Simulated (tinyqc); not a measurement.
Thin-film optics by transfer matrices, step by step. Values are carried at full precision from step to step, so a last printed digit may differ when a step is redone from the rounded ones.

Indices N = n + i k. Snell: N0 sin(theta) = N_j sin(theta_j), with Im(N_j cos theta_j) >= 0. Admittance y_j = N_j cos theta_j for s and N_j/cos theta_j for p. Phase delta_j = 2 pi N_j cos theta_j d_j/lambda. Layer matrix [[cos delta, -i sin delta/y], [-i y sin delta, cos delta]], multiplied from the top down to M. (B, C) = M (1, y_sub); r = (y0 B - C)/(y0 B + C), R = |r|^2, T = 4 Re y0 Re y_sub/|y0 B + C|^2, absorbed in the films 1 - R - T.

Parameters, chosen for this exercise (indices near those of resist, SiO2 on Si; shifted at random, so the results belong to these values and not to a real crystal):
- lam = 633 nm (vacuum wavelength)
- n0 = 1 (ambient index)
- n = (1.661, 1.472, 3.904) (n of resist, SiO2, substrate)
- k = (0, 0, 0.019) (k in the same order)
- d = (216, 10.4) nm (thicknesses, top first)
- theta = 75 degrees (angle of incidence)
- pol = s (polarisation)

## Angles, admittances and phases

Form cos theta_j, y_j and delta_j.

cos theta_j: ambient 0.2588, film 1 0.8135, film 2 0.7546, substrate 0.9689+0.0003i

y_j: ambient 0.2588, film 1 1.3513, film 2 1.1108, substrate 3.7826+0.0196i

delta_j (rad): film 1 2.8971, film 2 0.1147

## Layer matrices and their product

Form each matrix and multiply from the top down.

matrix of film 1:
```
          1         2
1   -0.9703  -0.1791i
2  -0.3270i   -0.9703
```

matrix of film 2:
```
          1         2
1    0.9934  -0.1030i
2  -0.1271i    0.9934
```

M:
```
          1         2
1   -0.9867  -0.0780i
2  -0.2016i   -0.9976
```

Each matrix has determinant 1, and so has M.

## Reflection and transmission

Close the stack on the substrate.

B, C: -0.9851-0.2950i  -3.7735-0.2211i

r = -0.8713+0.0284i
R = 0.7600
T into the substrate = 0.2400
absorbed in the films = 0.0000

The bare substrate would reflect 0.7602.

## Ellipsometric angles

Ellipsometry: rho = tan(Psi) exp(i Delta) = -conj(r_p/r_s) with the r of the admittance formula, Delta in 0 to 360 degrees, so that a bare dielectric at small angles gives Delta = 180.

Repeat the steps for both polarisations.

r_s = -0.8713+0.0284i
r_p = -0.0093+0.0852i
Psi = 5.61 degrees
Delta = 261.89 degrees

## Checks

- R against the recursion of Airy sums from the substrate up: both 0.76000.

Run: tinyqc, `OMP_NUM_THREADS=1 python tinyqc.py 1681428 1681429 out.jsonl`; Intel(R) Xeon(R) Processor @ 2.30GHz, one thread, shared host; about 0.01 s of CPU time with all checks.
